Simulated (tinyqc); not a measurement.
One anharmonic mode: perturbation theory, self-consistent phonons and exact levels: one step, computed by the program tinyqc.

V(x) = k x^2/2 + b x^4 for one coordinate x of mass M. A constant K > 0 gives hbar Omega = sqrt((hbar^2/u) K/M) with K in eV/angstrom^2 and M in u.

Task: Self-consistent results. Self-consistent phonon, centred at x = 0: K = k + 12 b <x^2>, <x^2> = (hbar Omega/(2K)) coth(hbar Omega/(2 k_B T)). Its free energy is F = k_B T ln[2 sinh(hbar Omega/(2 k_B T))] + (k - K)<x^2>/2 + 3 b <x^2>^2, an upper bound to the exact one.

Inputs (values chosen for the exercise, for a model mode):
```
quantity,value,unit
mode mass M,47.2,u
harmonic constant k,0.388,eV/angstrom^2
quartic constant b,0.287,eV/angstrom^4
temperature T,38,K
```

Shape: single well.

self-consistent K = 0.4220657 eV/angstrom^2

Constants: hbar^2/u = 4.18015928e-03 eV angstrom^2; k_B = 8.617333262e-05 eV/K.

Give: self-consistent quantum; self-consistent <x^2>; self-consistent free energy.

Result:

self-consistent quantum = 6.114 meV

self-consistent <x^2> = 0.009891 angstrom^2

self-consistent free energy = 2.423 meV
